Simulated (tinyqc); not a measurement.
Transient enhanced diffusion after implantation: plus-n interstitials, dissolving clusters and loss to the surface: one step, computed by the program tinyqc. Command: `OMP_NUM_THREADS=1 python tinyqc.py 3016348 3016349 out.jsonl ted walk`. One thread of a shared host (Intel(R) Xeon(R) Processor @ 2.30GHz), about 0.01 s of CPU time with the checks.

The implant leaves n Q interstitials in clusters at depth R_p. While clusters last they hold the free interstitials at a supersaturation S = C_I/C_I*; interstitials drain to the surface, and the part f_I of the dopant diffusion that uses interstitials speeds up in proportion to S.

Question. Duration and total effect at this temperature. The clusters last tau = n Q/J. If they dissolve fully at this T, the extra budget is (D/D* - 1) D* tau.

Inputs (values chosen for the exercise, modelled on boron in silicon): implant dose Q = 1.5e+13 1/cm^2; interstitials kept per ion n = 1; anneal (peak) temperature T = 725 C.

Anneal: isothermal.

flux J = 2.183612e+10 1/(cm^2 s)

enhancement D/D* = 3356.433

equilibrium diffusivity D* = 2.558340e-18 cm^2/s

Give: duration tau; extra budget if complete.

Answer.

duration tau = 686.94 s

extra budget if complete = 5.8969e-12 cm^2
